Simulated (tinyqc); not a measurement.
Double-gate transistor below threshold, two-dimensional Poisson equation on a small mesh: two steps of the calculation.

Half of a symmetric double-gate structure: row 0 is the mid-plane of the body, where the normal field vanishes. Mobile charge is neglected (subthreshold), the body is fully depleted, and potentials are counted from the intrinsic level; rows run upward to the gate, columns from source to drain.

Values chosen for this exercise; semiconductor permittivity made up:
```
symbol  value   unit                                     meaning
eps_r    18.3         relative permittivity of the semiconductor
eox        25             relative permittivity of the insulator
tb          3     nm                     half the body thickness
tox       6.2     nm                         insulator thickness
L          21     nm                              channel length
Na          0  cm^-3       acceptor density of the depleted body
```

Constants: q = 1.602176634e-19 C, eps0 = 8.8541878128e-14 F/cm where lengths are in cm. Results are converted to the units shown.

Task 1. Coefficients of the five-point equations. Mesh: rows i = 0..1 in the semiconductor (step hs = tb/1, row 1 on the interface), then 1 step(s) ho = tox/1 up to the gate row 2; columns j = 0..4 (step hy = L/4). Box integration, divided by eps0: up_i = eps hy/h of the interval above row i, dn_i = that of the interval below (0 for row 0), lat_i = (sum of eps h/2 over the intervals above and below)/hy, s_i = -q Na w_i hy/eps0 with w_i the semiconductor height of the box (hs/2 for row 0 and the interface row, hs between, 0 in the insulator). Each free node obeys (up + dn + 2 lat) psi = up psi(above) + dn psi(below) + lat [psi(left) + psi(right)] + s.

Find: up; dn; lat; s.

Result 1.

| row | up | dn | lat | s (V) |
|---|---|---|---|---|
| 0 | 32.02 | 0 | 5.229 | 0 |
| 1 | 21.17 | 32.02 | 19.99 | 0 |

Task 2. Over-relaxation sweep (omega = 1.2). Free nodes: rows 0..1, columns 1..3, taken row by row from row 0, left to right. t = (up psi(above) + dn psi(below) + lat [psi(left) + psi(right)] + s)/(up + dn + 2 lat), with the newest neighbours; psi(new) = psi + 1.2 (t - psi).

psi after iteration 1 (V):

|  | j=0 | j=1 | j=2 | j=3 | j=4 |
|---|---|---|---|---|---|
| row 0 | 0.49000000 | 0.07236923 | 0.01068838 | 0.11825551 | 0.79000000 |
| row 1 | 0.49000000 | 0.16963412 | 0.06171373 | 0.28168532 | 0.79000000 |
| row 2 | 0.05000000 | 0.05000000 | 0.05000000 | 0.05000000 | 0.05000000 |

| row | up | dn | lat | s (V) |
|---|---|---|---|---|
| 0 | 32.025000 | 0 | 5.2285714 | 0 |
| 1 | 21.169355 | 32.025000 | 19.990476 | 0 |

Give: psi after iteration 2.

Result 2.

psi after iteration 2 (V):

|  | j=0 | j=1 | j=2 | j=3 | j=4 |
|---|---|---|---|---|---|
| row 0 | 0.4900 | 0.2129 | 0.1026 | 0.3630 | 0.7900 |
| row 1 | 0.4900 | 0.2096 | 0.1701 | 0.3542 | 0.7900 |
| row 2 | 0.0500 | 0.0500 | 0.0500 | 0.0500 | 0.0500 |

Program tinyqc, `OMP_NUM_THREADS=1 python tinyqc.py 2480010 2480011 out.jsonl`; Intel Xeon 2.30GHz, shared host, one thread, about 0.09 s.
